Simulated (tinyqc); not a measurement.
Ballistic transport through the one-dimensional subbands of a rectangular nanowire or nanosheet channel: one step, computed by the program tinyqc. Command: `OMP_NUM_THREADS=1 python tinyqc.py 3030639 3030640 out.jsonl wire walk`. One thread of a shared host (Intel(R) Xeon(R) Processor @ 2.30GHz), about 0.03 s of CPU time with the checks.

Hard walls, parabolic subbands, transport along x. Energies are counted from the bulk conduction band edge at the top of the barrier, which the gate pulls down by U; the source Fermi level lies at the bulk edge when U = 0.

Question. Conductance, capacitance and scattering. Linear conductance G = (2 e^2/h) sum_i g f(eta_i), g = 2, f = 1/(1 + exp(-eta_i)), with the barrier frozen at the eta_i above; current per perimeter I/(2(a + b)); with scattering, transmission lambda/(lambda + L) and low-bias resistance (1 + L/lambda)/G.

Inputs (values chosen for the exercise, modelled on silicon): height a = 4.3 nm; width b = 4.9 nm; temperature T = 77 K; mean free path for back-scattering lambda = 68 nm; channel length L = 27 nm.

Valleys: silicon [100] wire.

Occupation:
```
subband      eta_i    n_i (1/nm)  I_i (microampere)
1         16.47948  8.921959e-01       1.549618e+00
2         13.32166  7.966719e-01       1.549612e+00
3          6.60319  5.361278e-01       1.544738e+00
4          5.71598  4.901577e-01       1.537829e+00
5          2.74413  6.570874e-01       1.351678e+00
6         -6.96017  1.157263e-04       7.591039e-04
7         -9.85729  6.389489e-06       4.191185e-05
8        -22.85883  1.442059e-11       9.459190e-11
9        -24.70677  2.272112e-12       1.490392e-11
10       -32.73511  7.409108e-16       4.860005e-15
```

ballistic current I = 7.534276 microampere

Constants: e = 1.602176634e-19 C; h = 6.62607015e-34 J s.

Give: open modes sum g f; ballistic conductance; current per perimeter; transmission; low-bias resistance with scattering.

Answer.

open modes sum g f = 9.872

ballistic conductance = 764.9 microsiemens

current per perimeter = 409.5 microampere/micrometre

transmission = 0.7158

low-bias resistance with scattering = 1.827 kiloohm

Even without scattering the wire has h/(2 e^2 M) = 1.31 kiloohm, which sits in the contacts.
